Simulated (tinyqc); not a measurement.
## A and C from the efficiency peak

Problem. ABC model of an LED: J = q da (A n + Ba n^2 + Ca n^3), IQE = Ba n^2/(A n + Ba n^2 + Ca n^3), differential lifetime 1/(A + 2 Ba n + 3 Ca n^2). The peak lies at n = sqrt(A/Ca). Given Ba, find n at the peak, A and Ca.

Inputs (values chosen for the exercise): radiative coefficient of the active layer Ba = 2.3e-10 cm^3/s; thickness of the active layer da = 22 nm.

Constants: q = 1.602176634e-19 C. Results are converted to the units shown.

peak IQE = 99.686377 %
J at the peak = 17.954913 A/cm^2

Solution. IQE J = q da Ba n^2 gives n. At the peak A n = Ca n^3, each being half of the non-radiative rate Ba n^2 (1/IQE - 1).

n at the peak = 4.699e17 cm^-3
A = 1.700e5 1/s
Ca = 7.700e-31 cm^6/s

Computed by the program tinyqc: `OMP_NUM_THREADS=1 python tinyqc.py 2300064 2300065 out.jsonl`, one thread of a shared Intel Xeon 2.30GHz, about 0.01 s for the whole run.
